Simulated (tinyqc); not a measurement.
# Capacitance measurement on a leaky thin oxide: effects of series resistance and leakage: effects of single changes

The device is a capacitance C in parallel with a leakage conductance G, in series with Rs and Ls. An impedance meter reports either a parallel pair (Cp, Gp) from Y = 1/Z = Gp + i w Cp or a series pair (Cs, Rm) from Z = Rm + 1/(i w Cs); w = 2 pi f, dissipation D = Gp/(w |Cp|).

Parameters, values chosen for the exercise; values of the order met in thin-oxide MOS capacitors: relative permittivity of the gate insulator (close to zirconium oxide) eox = 24.4; insulator thickness tox = 3 nm; gate area A = 10000 um^2; oxide-equivalent thickness added by the accumulation layer zc = 0.6 nm; oxide-equivalent thickness added by gate depletion zp = 0 nm; gate leakage current density, not matched to the thickness Jg = 0.007 A/cm^2; voltage for an e-fold rise of the leakage Vs = 0.38 V; series resistance Rs = 12 ohm; series inductance Ls = 62 nH; measuring frequency f = 50000 Hz.

Constants: eps0 = 8.8541878128e-14 F/cm where lengths are in cm. Results are converted to the units shown.

Each table varies one quantity; the others keep the values above.

## Readings against frequency

EOT = 3.9 tox/eox; CET = EOT + zc + zp; C = 3.9 eps0 A/CET; G = Jg A/Vs. Z = Rs + i w Ls + 1/(G + i w C); CET read from Cp = 3.9 eps0 A/Cp; errors under 0.001 % are printed as 0.

The same in every row: C (pF) = 319.9.

Readings against frequency:
```
f (Hz)  Cp (pF)  Cs (pF)        D  error of Cp (%)  error of Cs (%)  CET read from Cp (nm)
1000      319.9    588.6   0.9166         -4.42e-3             84.0                  1.080
3000      319.9    349.7   0.3056         -4.42e-3             9.33                  1.080
10000     319.9    322.6  0.09190         -4.42e-3            0.840                  1.080
30000     319.9    320.2  0.03128         -4.40e-3           0.0934                  1.080
1e5       319.9    319.9  0.01158         -4.22e-3          9.18e-3                  1.080
3e5       319.9    319.9  0.01029         -2.61e-3          7.98e-3                  1.080
1e6       319.9    320.1  0.02505           0.0157           0.0784                  1.079
3e6       320.4    322.2  0.07318            0.173            0.710                  1.078
1e7       324.8    347.1   0.2618             1.54             8.49                  1.063
3e7       154.7     1083    2.450            -51.6              239                  2.233
```

Read the table: what changes, and by how much?

D goes from 0.917 through a minimum of 0.0103 (at f = 3e5 Hz among the rows listed) to 2.45; without inductance its minimum lies at f = sqrt(G (1 + G Rs)/Rs)/(2 pi C) = 1.95e5 Hz. The error of Cp goes from -0.00442 to -51.6 % and that of Cs from 84.0 to 239 %; at low frequency Cp tends to C/(1 + G Rs)^2 and Cs grows as 1 + (G/(w C))^2. One of the two readings is within 2 % of C for f = 1000, 3000, 10000, 30000, 1e5, 3e5, 1e6, 3e6, 1e7 Hz. At the highest frequencies Ls raises both readings, by about w^2 Ls C in relative terms. For f = 3e7 D exceeds 1, where the accuracy of real meters degrades in proportion to sqrt(1 + D^2).

## Effect of the gate leakage current density, not matched to the thickness

Same model as above.

The same in every row: C (pF) = 319.9.

Result of one run:
```
Jg (A/cm^2)  Cp (pF)  Cs (pF)         D  error of Cp (%)  error of Cs (%)  CET read from Cp (nm)
1e-5           319.9    319.9  0.001232                0                0                  1.080
```

What becomes of these results when the gate leakage current density, not matched to the thickness Jg is changed from 1e-5 to 30 A/cm^2, all else the same?

Result of the changed run:
```
Jg (A/cm^2)  Cp (pF)  Cs (pF)      D  error of Cp (%)  error of Cs (%)  CET read from Cp (nm)
30             263.7  1.999e6  87.06            -17.6           6.25e5                  1.310
```

The whole series:
```
Jg (A/cm^2)  Cp (pF)  Cs (pF)         D  error of Cp (%)  error of Cs (%)  CET read from Cp (nm)
1e-5           319.9    319.9  0.001232                0                0                  1.080
0.0001         319.9    319.9  0.001468                0                0                  1.080
0.001          319.9    319.9  0.003825                0                0                  1.080
0.02           319.8    320.8   0.05358          -0.0126            0.274                  1.080
0.2            319.5    407.6    0.5253           -0.126             27.4                  1.081
2              315.9     9095     5.272            -1.26             2740                  1.093
30             263.7  1.999e6     87.06            -17.6           6.25e5                  1.310
```

As Jg goes from 1e-5 to 30, the error of Cp goes from 0 to -17.6 %, that of Cs from 0 to 6.25e5 %, and D rises from 0.00123 to 87.1. The CET read from Cp goes from 1.08 to 1.31 nm against the true 1.08 nm. For Jg = 2, 30 D exceeds 1, where the accuracy of real meters degrades in proportion to sqrt(1 + D^2).

Computed by the program tinyqc: `OMP_NUM_THREADS=1 python tinyqc.py 2022022 2022023 out.jsonl`, one thread of a shared Intel Xeon 2.30GHz, about 0.01 s for the whole run.
